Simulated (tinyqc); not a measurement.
Conductivity against oxygen pressure: defect equilibria of an oxide against oxygen pressure (mass action). Computed by tinyqc, a small Python program. Command: `OMP_NUM_THREADS=1 python tinyqc.py 3007258 3007259 out.jsonl brouwer walk`. One thread of a shared host (Intel(R) Xeon(R) Processor @ 2.30GHz), about 0.01 s of CPU time with the checks.

Defects: oxygen vacancies V (charge +2), electrons n, holes p, the ionic partner X = V_M'' (charge -2), and the dopant. Activities are taken equal to concentrations.

Inputs (values chosen for the exercise, for a model oxide): reduction enthalpy H_r = 2.95 eV; prefactor K_r0 = 2.9e+68 cm^-9 atm^(1/2); gap E_g = 2.94 eV; prefactor N_c N_v = 5.7e+42 cm^-6; disorder enthalpy H_s = 2.41 eV; prefactor K_s0 = 6.2e+45 cm^-6; dopant density N_d = 5.4e+17 cm^-3; temperature T = 1100 K; electron mobility mu_n = 0.1 cm^2/(V s); hole mobility mu_p = 0.48 cm^2/(V s); vacancy diffusion prefactor D_0 = 0.27 cm^2/s; vacancy migration energy E_m = 0.69 eV.

Ionic disorder: Schottky, oxide MO. Dopant (singly charged, fully ionised): acceptor.

Constants: k_B = 8.617333262e-05 eV/K; e = 1.602176634e-19 C.

Method:
- K_r = K_r0 exp(-H_r/k_B T) = [V] n^2 P^(1/2); K_i = N_c N_v exp(-E_g/k_B T) = n p; K_s = K_s0 exp(-H_s/k_B T) = [X] [V].
- Neutrality: 2 [V] + p = n + 2 [X] + N_d. With n as the unknown, [V] = K_r/(n^2 P^(1/2)), p = K_i/n, [X] = K_s/[V]; the log ratio is ln(positive/negative).
- The root is found by 60 bisections in ln n between n = 1e-10 and 1e25 cm^-3.
- sigma_n = e n mu_n, sigma_p = e p mu_p, sigma_ion = 2 e [V] mu_V with mu_V = 2 e D/(k_B T) and D = D_0 exp(-E_m/k_B T); only the oxygen vacancies carry ionic current, and the ionic transport number is sigma_ion over the total.

K_r = 8.84360e+54 cm^-9 atm^(1/2)

K_i = 1.93162e+29 cm^-6

K_s = 5.63243e+34 cm^-6

Log10 of the conductivities in S/cm:
```
log10 P (atm)   n-type   p-type    ionic    total  ionic transport number
-16             1.2872  -10.911  -0.1183   1.3039                0.037823
-12             0.6203  -10.244  -0.7845   0.6371                0.037883
-8             -0.0475   -9.576  -1.4490  -0.0306                0.038161
-4             -0.7194   -8.904  -2.1052  -0.7019                0.039509
0              -1.4122   -8.211  -2.7195  -1.3913                0.046970
```

The ionic transport number stays at or below about 0.047: no electrolytic window. The total has no minimum inside this range.

Extremes, crossings and ranges named in words are read from the listed rows.
